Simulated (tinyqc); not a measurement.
# Admittance spectroscopy of a deep trap: admittance against temperature

Schottky contact on an n-type layer with shallow donors Nd (all ionised) and a donor-like deep trap, neutral when filled and positive when empty; depletion approximation. Traps within lam of the depletion edge stay filled. The traps at xt = W - lam, where the level crosses the Fermi level, follow a slow signal and not a fast one. w = 2 pi f.

Emission rate en = sn vth(T) Nc(T) exp(-Et/kB T) = sn g T^2 exp(-Et/kB T), g = vth Nc/(300 K)^2, as vth goes as T^0.5 and Nc as T^1.5 (degeneracy factor 1). lam = sqrt(2 eps0 eps_r (EF - ET)/(q Nd)), EF - ET = Et - (kB T/q) ln(Nc(T)/Nd), Nc(T) = Nc (T/300 K)^1.5. In the steady state at the band bending V, 2 eps0 eps_r V/q = Nd W^2 + Nt (W - lam)^2 (the second term only if W > lam). V = Vbi + Vr. C_HF = eps0 eps_r/W, C_LF = eps0 eps_r (Nd + Nt)/(Nd W + Nt xt). Inflection frequency w0 = 2 en [1 + Nt xt/(Nd W)]; C = C_HF + (C_LF - C_HF)/(1 + (w/w0)^2), G/w = (C_LF - C_HF)(w/w0)/(1 + (w/w0)^2).

Inputs (values chosen for the exercise); material values close to those of gallium nitride: relative permittivity eps_r = 9.61; conduction-band density of states at 300 K Nc = 2.27e18 cm^-3; thermal velocity at 300 K vth = 2.5e7 cm/s; shallow donor density Nd = 1.5e16 cm^-3; built-in voltage Vbi = 1.37 V; depth of the trap below the conduction edge Et = 0.4 eV; capture cross-section sn = 8e-14 cm^2; trap density Nt = 5.6e14 cm^-3; reverse bias Vr = 0 V; signal frequency f = 1800 Hz.

Constants: q = 1.602176634e-19 C, kB = 1.380649e-23 J/K, eps0 = 8.8541878128e-14 F/cm where lengths are in cm. Results are converted to the units shown.

Admittance against temperature:
```
T (K)  w0/(2 pi) (Hz)  C (nF/cm^2)  G/w (nF/cm^2)
190             14.50        27.45       0.003988
200             54.50        27.45        0.01487
209             161.7        27.46        0.04348
218             440.1        27.48         0.1118
228              1225        27.61         0.2234
237              2868        27.80         0.2146
246              6328        27.90         0.1244
255           1.324e4        27.92        0.06262
265           2.842e4        27.93        0.02932
274           5.402e4        27.93        0.01534
283           9.877e4        27.93       0.008320
```

G/w goes from 0.00399 through a maximum of 0.223 (at T = 228 K among the rows listed) to 0.00832 nF/cm^2, where w0 passes the signal: w0/(2 pi) rises from 14.5 to 98800 Hz. C rises from 27.4 to 27.9 nF/cm^2.

Program tinyqc, `OMP_NUM_THREADS=1 python tinyqc.py 2050067 2050068 out.jsonl`; Intel Xeon 2.30GHz, shared host, one thread, about 0.01 s.
